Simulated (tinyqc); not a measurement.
# Input admittance of a MOSFET at zero drain bias: distributed channel and distributed gate: input impedance against frequency

Source and drain grounded, strong inversion, w = 2 pi f, Cox = eps0 eox/tox. The channel is an RC line of resistance 1/(mu Cox Vo) per square fed from both ends, so one finger has the intrinsic admittance y = i w Cox L tanh(g)/g per width, g = (1/2) sqrt(i w tau), tau = L^2/(mu Vo). The vertical resistance rv/L is in series with y, the overlaps 2 i w Cov in parallel: y_t = 1/(1/y + rv/L) + 2 i w Cov. The gate strip is a line of Rsh/L per length loaded by y_t, so a finger has Y = y_t Wf tanh(k)/k, k = (Wf/sd) sqrt(y_t Rsh/L); the device has Nf Y.

Low-frequency limits, with c = Cox L and ct = c + 2 Cov: R_strip = Rsh Wf/(3 sd^2 L Nf), R_ch = (c/ct)^2 L/(12 mu Cox Vo Wf Nf), R_vert = (c/ct)^2 rv/(L Wf Nf), C = ct Wf Nf. Z = 1/(Nf Y) = R + 1/(i w C), Q = |Im Z|/R, far-point signal |1/cosh k|.

Parameters, values chosen for the exercise; values of the order met in silicon radio-frequency transistors: relative permittivity of the gate insulator (close to silicon dioxide) eox = 3.9; insulator thickness tox = 2 nm; channel length L = 0.43 um; finger width Wf = 1.8 um; number of fingers Nf = 16; channel mobility mu = 120 cm^2/(V s); gate overdrive Vo = 0.78 V; sheet resistance of the gate Rsh = 40 ohm/square; vertical resistivity of the gate stack rv = 0 ohm um^2; number of ends at which a finger is contacted sd = 2; overlap and fringe capacitance on each side Cov = 0.17 fF/um.

Constants: eps0 = 8.8541878128e-14 F/cm where lengths are in cm. Results are converted to the units shown.

The same in every row: low-frequency R (ohm) = 7.9116.

Results:

| f (GHz) | w tau | \|k\| | R (ohm) | C (fF) | Q | signal at the far point |
|---|---|---|---|---|---|---|
| 0.1 | 0.012412 | 0.019172 | 7.9116 | 223.61 | 899.63 | 1.0000 |
| 0.3 | 0.037236 | 0.033208 | 7.9116 | 223.61 | 299.88 | 1.0000 |
| 0.8 | 0.099296 | 0.054227 | 7.9116 | 223.61 | 112.46 | 0.99999 |
| 2 | 0.24824 | 0.085729 | 7.9114 | 223.59 | 44.988 | 0.99992 |
| 6 | 0.74472 | 0.14831 | 7.9094 | 223.41 | 15.012 | 0.99931 |
| 20 | 2.4824 | 0.26729 | 7.8878 | 221.39 | 4.5571 | 0.99279 |
| 100 | 12.412 | 0.49020 | 7.3864 | 182.34 | 1.1817 | 0.92954 |
| 300 | 37.236 | 0.61975 | 5.3429 | 103.17 | 0.96242 | 0.88057 |

Estimate the missing row, f = 40 GHz.

Computed row:

| f (GHz) | w tau | \|k\| | R (ohm) | C (fF) | Q | signal at the far point |
|---|---|---|---|---|---|---|
| 40 | 4.9648 | 0.36393 | 7.8182 | 215.09 | 2.3661 | 0.97595 |

With this row back in the table: R falls from 7.91 to 5.34 ohm and C falls from 224 to 103 fF. Q goes as f^(-1.00) between the first two rows and f^(-0.19) between the last two, where w tau = 37.2 and |k| = 0.620. The low-frequency limits hold both R and C within 5 % up to f = 40 GHz among the rows.

Computed by the program tinyqc: `OMP_NUM_THREADS=1 python tinyqc.py 2262169 2262170 out.jsonl`, one thread of a shared Intel Xeon 2.30GHz, about 0.01 s for the whole run.
